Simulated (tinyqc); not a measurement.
# Which input was changed?

Model: strain, valley repopulation and piezoresistance in a many-valley conduction band. Computed by tinyqc, a small Python program. Command: `OMP_NUM_THREADS=1 python tinyqc.py 3028299 3028300 out.jsonl valleys which`. One thread of a shared host (Intel(R) Xeon(R) Processor @ 2.30GHz), about 0.2 s of CPU time with the checks.

Valleys are ellipsoids with mass m_l along the axis a and m_t across it, parabolic, with one constant relaxation time; strain shifts the valleys and leaves the masses alone. Currents are taken along [100], in the plane, and along [001], across the plane.

Inputs (values chosen for the exercise, modelled on silicon):

| quantity | value | unit |
|---|---|---|
| longitudinal mass m_l | 0.908 | m_0 |
| transverse mass m_t | 0.19 | m_0 |
| shear deformation potential Xi_u | 9.17 | eV |
| dilation deformation potential Xi_d | 1.1 | eV |
| C11 | 166 | GPa |
| C12 | 63.7 | GPa |
| C44 | 80.3 | GPa |
| stress X (tension positive) | -120 | MPa |
| electron density n | 2.4e+18 | 1/cm^3 |
| relaxation time tau | 330 | fs |
| temperature T | 250 | K |

Valley axes: <100> (6 valleys in 3 pairs). Load: biaxial in the (001) plane.

Constants: k_B = 8.617333262e-05 eV/K; m_0 = 9.1093837015e-31 kg; k_B = 1.380649e-23 J/K; hbar = 1.054571817e-34 J s; e = 1.602176634e-19 C.

Method:
- Compliances S11 = (C11 + C12)/((C11 - C12)(C11 + 2 C12)), S12 = -C12/((C11 - C12)(C11 + 2 C12)), S44 = 1/C44; stress sigma_xx = sigma_yy = X, all else 0; e_xx = S11 sigma_xx + S12 (sigma_yy + sigma_zz), e_xy = S44 sigma_xy/2 (tensor strain).
- Herring-Vogt shift of a valley with unit axis a: dE = Xi_d tr(e) + Xi_u a.e.a.
- Each of the 6 valleys holds n_v = N_v (2/sqrt(pi)) F_1/2((E_F - dE_v)/(k_B T)), N_v = 2 (m_d k_B T/(2 pi hbar^2))^(3/2), m_d = (m_l m_t^2)^(1/3); E_F solves sum n_v = n and is counted from the unstrained edge.
- F_j(eta) = int_0^infinity x^j/(1 + exp(x - eta)) dx, without a gamma-function factor. It is evaluated after integrating by parts.
- Integrals over x = E/(k_B T) use 160 Gauss-Legendre points in u = sqrt(x) from 0 to sqrt(max(eta, 0) + 32).
- Mobility tensor mu = e tau sum_v (n_v/n) [1/m_t + (1/m_l - 1/m_t) a a^T]; unstrained mu_0 = e tau (1/m_l + 2/m_t)/3; resistivity along d from the inverse tensor, rho_d = d.mu^-1.d/(n e), mobility along d = 1/(d.mu^-1.d); gauge pi_d = (rho_d/rho_0 - 1)/X.
- With eta_0 the reduced Fermi level without strain, r = F_-1/2(eta_0)/(2 F_1/2(eta_0)) (1 for a classical gas) and c = r (Xi_u/k_B T) (m_l - m_t)/(2 m_l + m_t): pi11 = -(2/3) c (S11 - S12), pi12 = -pi11/2, pi44 = 0, with S11 - S12 = 1/(C11 - C12).

Problem. One of these inputs alone was changed, within the range given: transverse mass m_t (0.095 to 0.38); shear deformation potential Xi_u (4.585 to 18.34); electron density n (1.2e+18 to 4.8e+18); relaxation time tau (165 to 660). Which one, and to what value?

Results:

| run | degeneracy factor r | mobility along the second direction (cm^2/(V s)) | splitting (highest minus lowest) (meV) |
|---|---|---|---|
| before | 0.9608119 | 2484.651 | 10.75660 |
| after | 0.9495411 | 2482.388 | 10.75660 |

Solution.

Each candidate set to reproduce degeneracy factor r, and what it then gives:

| candidate | range searched | value needed | mobility along the second direction (cm^2/(V s)) | splitting (highest minus lowest) (meV) |
|---|---|---|---|---|
| transverse mass m_t (m_0) | 0.095 to 0.38 | 0.1457 | 3191.4 | 10.757 |
| shear deformation potential Xi_u (eV) | 4.585 to 18.34 | no effect | - | - |
| electron density n (1/cm^3) | 1.2e+18 to 4.8e+18 | 3.130e18 | 2482.4 | 10.757 |
| relaxation time tau (fs) | 165 to 660 | no effect | - | - |

Only electron density n fits every result: it went from 2.4e+18 to 3.13e18 1/cm^3. The next best candidate, transverse mass m_t, misses one result by 29 %.
